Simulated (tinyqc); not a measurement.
Formation energy of a charged point defect from supercell energies: one step, computed by the program tinyqc. Command: `OMP_NUM_THREADS=1 python tinyqc.py 3018002 3018003 out.jsonl formation walk`. One thread of a shared host (Intel(R) Xeon(R) Processor @ 2.30GHz), about 0.01 s of CPU time with the checks.

The host is a compound AB. Making the defect adds n_A = 0, n_B = -1, n_X = 1 atoms to the cell. All total energies are inputs. E_F is counted from the valence-band maximum (VBM); x = 0 is A-rich and x = 1 B-rich growth.

Task: Concentrations at the given E_F and T. E_f(q, E_F) = E_f(q, 0) + q E_F. c_q = N_s exp(-E_f(q, E_F)/k_B T), with all degeneracy factors one and no vibrational entropy.

Inputs (values chosen for the exercise, with gap and screening modelled on CdS): Fermi level E_F = 0.789 eV; temperature T = 1000 K; site density N_s = 1.5e+22 cm^-3.

Defect: impurity X on a B site. Supercell lattice: fcc.

charge states q: [1, 0, -1]

E_f(q, 0) (eV): (q=+1) -0.066470, (q=0) 2.235950, (q=-1) 4.011530

Constants: k_B = 8.617333262e-05 eV/K.

Give: Charge states; lowest formation energy; total concentration; mean charge.

Result:

Charge states:
```
q   E_f (eV)  c_q (cm^-3)      share
+1     0.723    3.425e+18  1.000e+00
0      2.236    8.080e+10  2.359e-08
-1     3.223    8.615e+05  2.515e-13
```

lowest formation energy = 0.7225 eV

total concentration = 3.425e+18 cm^-3

mean charge = 1.0000 e

State +1 holds 100.0 % of the defects. Caution: E_f at E_F = 0 is negative for at least one charge state, so in equilibrium E_F cannot reach the valence-band maximum.
